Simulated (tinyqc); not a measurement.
## Inductance and parasitic capacitance from two readings

Question. A loss-free coil L in parallel with C shows the apparent inductance L/(1 - w^2 L C), w = 2 pi f. Find L, C and the self-resonance 1/(2 pi sqrt(L C)).

apparent inductance at 1.7 and 3.8 GHz (nH): [6.5351769, 13.244652]

Answer. The inverse of the reading is 1/L - w^2 C, a straight line in w^2.

L = 5.80 nH
C = 170 fF
self-resonance = 5.07 GHz

Computed by the program tinyqc: `OMP_NUM_THREADS=1 python tinyqc.py 2302157 2302158 out.jsonl`, one thread of a shared Intel Xeon 2.30GHz, about 0.01 s for the whole run.
